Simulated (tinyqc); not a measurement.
Transverse acoustic branch against its sound line: Keating valence-force model of a tetrahedral crystal. Computed by tinyqc, a small Python program. Command: `OMP_NUM_THREADS=1 python tinyqc.py 3020461 3020462 out.jsonl keating walk`. One thread of a shared host (Intel(R) Xeon(R) Processor @ 2.30GHz), about 0.04 s of CPU time with the checks.

Atom A sits at 0 and atom B at a/4 (1,1,1) of an fcc lattice; the four bonds from A are t = a/4 (1,1,1), a/4 (1,-1,-1), a/4 (-1,1,-1), a/4 (-1,-1,1), of length d = sqrt(3) a/4. Energy: E = (3 alpha/(8 d^2)) sum over bonds (r.r - d^2)^2 + (3 beta/(8 d^2)) sum over pairs of bonds at one atom (r_i.r_j + d^2/3)^2, with beta_A for the six pairs at A and beta_B for the six at B. The cell holds two atoms, Omega = a^3/4. 1 N/m = 1 J/m^2. With constants fitted to the elastic moduli this model puts optical and zone-boundary frequencies of real crystals too high, by up to about 20 % in elemental crystals and up to about 50 % in compounds, and mostly by more for TA modes; in compounds the lattice part of the static dielectric constant then comes out too low.

Inputs (values chosen for the exercise, modelled on cubic gallium nitride): lattice constant a = 4.52 angstrom; mass M_A = 69.72 u; mass M_B = 14.007 u; bond stretching alpha = 80.4 N/m; bond bending beta_A = 16.3 N/m; bond bending beta_B = 16.3 N/m.

Structure: zinc blende.

Constants: nu for 1 eV/(angstrom^2 u) = 15.6333042 THz; 1 eV/angstrom^2 = 16.02176634 J/m^2; u = 1.6605390666e-27 kg.

Method:
- beta = (beta_A + beta_B)/2; C11 = (alpha + 3 beta)/a, C12 = (alpha - beta)/a, C44 = 4 alpha beta/(a (alpha + beta)); with the two sublattices clamped C44(0) = (alpha + beta)/a; internal-strain parameter zeta = (alpha - beta)/(alpha + beta); B = (C11 + 2 C12)/3.
- With displacements u exp(i q.r), each bracket changes by g.u, where g = (g_A, g_B): bond t, g = (-2 t, 2 t exp(i q.t)); pair (i, j) at A, g = (-(t_i + t_j), t_i exp(i q.t_j) + t_j exp(i q.t_i)); pair at B, g = (-t_i exp(-i q.t_j) - t_j exp(-i q.t_i), t_i + t_j). Then D_mn = sum over the 4 bonds and 12 pairs of (4 k/a^2) conj(g_m) g_n / sqrt(M_m M_n), with k = alpha or beta converted to eV/angstrom^2. Only the short-range forces enter; the Coulomb field of the charges is left out.
- An eigenvalue lambda of D in eV/(angstrom^2 u) gives nu = 15.6333042 THz x sqrt(lambda).
- The sound line is nu = v q/(2 pi) with v = sqrt(C44/rho), rho = (M_A + M_B)/Omega; the clamped line uses C44(0).

C44 = 119.933 GPa

clamped C44(0) = 213.938 GPa

Frequencies (THz) along G-X; columns: (1) q (2 pi/a); (2) lowest branch; (3) sound line, relaxed C44; (4) sound line, clamped C44(0); (5) third-lowest frequency; (6) highest frequency:
```
(1)      (2)     (3)     (4)     (5)     (6)
0.05  0.4933  0.4937   0.659  0.7617  22.490
0.15  1.4704  1.4810   1.978  2.2685  22.480
0.30  2.8771  2.9619   3.956  4.4254  22.447
0.45  4.1535  4.4429   5.934  6.3608  22.391
0.60  5.2282  5.9238   7.912  7.9684  22.320
0.75  6.0274  7.4048   9.890  9.1484  22.248
0.90  6.4832  8.8857  11.868  9.8149  22.197
1.00  6.5722  9.8730  13.186  9.9446  22.187
```

What does the comparison show, and why?

At small q the branch follows the relaxed line (0.999 of it, against 0.748 of the clamped one): in a long shear wave the sublattices shift against each other. At X it reaches 67 % of the relaxed line. Real tetrahedral semiconductors have flatter TA branches than a Keating model fitted to their elastic constants, which needs longer-ranged terms to mend.

Extremes, crossings and ranges named in words are read from the listed rows.
